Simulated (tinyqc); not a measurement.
Dopants and charged point defects at anneal temperature: Fermi-level effect, clustering and pairing. Changing the anneal temperature T. Computed by tinyqc, a small Python program. Command: `OMP_NUM_THREADS=1 python tinyqc.py 3031726 3031727 out.jsonl pairing sweep`. One thread of a shared host (Intel(R) Xeon(R) Processor @ 2.30GHz), about 0.02 s of CPU time with the checks.

Boltzmann statistics and full ionisation of active dopants. Energies are counted from the valence band; the defect (a vacancy or self-interstitial) has five charge states, with all degeneracy factors one.

Inputs (values chosen for the exercise, with bands modelled on GaAs):
```
quantity,value,unit
gap at 0 K E_g0,1.51,eV
Varshni alpha,0.000528,eV/K
Varshni beta,203,K
electron mass m_e,0.0657,m_0
valleys M_c,1,-
hole mass m_h,0.521,m_0
total dopant density N,8.3e+19,cm^-3
formation enthalpy of the neutral defect H_f,2.66,eV
formation entropy S_f,7.2,k_B
site density N_s,3.9e+22,cm^-3
```

Dopant: acceptor. Second part: pairing with a mobile impurity.

defect levels as fractions of E_g(T): (2+/+), (+/0), (0/-), (-/2-): [0.081, 0.21, 0.42, 0.66]

Constants: m_0 = 9.1093837015e-31 kg; k_B = 1.380649e-23 J/K; h = 6.62607015e-34 J s; k_B = 8.617333262e-05 eV/K.

Method:
- E_g = E_g0 - alpha T^2/(T + beta).
- N_c = 2 M_c (2 pi m_e k_B T/h^2)^(3/2) and N_v = 2 (2 pi m_h k_B T/h^2)^(3/2), masses in units of m_0.
- n_i = sqrt(N_c N_v) exp(-E_g/2 k_B T); E_i = E_g/2 + (k_B T/2) ln(N_v/N_c).
- No clustering: A = N.
- p = A/2 + sqrt(A^2/4 + n_i^2) for an active density A.
- chi = n/n_i (for acceptors n_i/p); E_F = E_i + k_B T ln chi; field enhancement h = 1 + A/sqrt(A^2 + 4 n_i^2).
- C_0 = N_s exp(S_f/k_B) exp(-H_f/k_B T). Ratios to the neutral state at E_F = E_i: r_+ = exp((E(+/0) - E_i)/k_B T), r_2+ = r_+ exp((E(2+/+) - E_i)/k_B T), r_- = exp((E_i - E(0/-))/k_B T), r_2- = r_- exp((E_i - E(-/2-))/k_B T); at other E_F state q scales as chi^(-q). The enhancement is sum r_q chi^(-q)/sum r_q. The charge on the defects is left out of neutrality.

One run for each value:
```
anneal temperature T (K),"all defects, doped (cm^-3)",enhancement over intrinsic,n_i (cm^-3),active density A (cm^-3),mean charge (e)
721,2.3684e+10,63.004,4.2890e+14,8.30e+19,1.9188
795,4.9375e+11,27.220,1.6177e+15,8.30e+19,1.8884
868,5.8685e+12,13.258,4.8653e+15,8.30e+19,1.8538
942,4.8325e+13,6.992,1.2620e+16,8.30e+19,1.8142
1020,3.1823e+14,3.863,2.9980e+16,8.30e+19,1.7673
1090,1.3689e+15,2.409,5.9100e+16,8.30e+19,1.7204
1160,4.9352e+15,1.579,1.0802e+17,8.30e+19,1.6689
1240,1.7928e+16,1.028,1.9933e+17,8.30e+19,1.6037
```

Over the rows, all defects, doped (cm^-3) rises from 2.37e10 to 1.79e16 (exponent d ln y / d ln x 31 between the first rows and 19 between the last); enhancement over intrinsic falls from 63.0 to 1.03 (exponent d ln y / d ln x -8.6 between the first rows and -6.4 between the last); n_i (cm^-3) rises from 4.29e14 to 1.99e17 (exponent d ln y / d ln x 14 between the first rows and 9.2 between the last). A line through ln(all defects) against 1/(k_B T) gives 2.01 eV, against H_f = 2.66 eV for the neutral state alone.

Caution (all rows): the carrier density exceeds the effective density of states, where Boltzmann statistics understate the shift of E_F and so the density of charged defects (gap narrowing, also left out, works the other way).
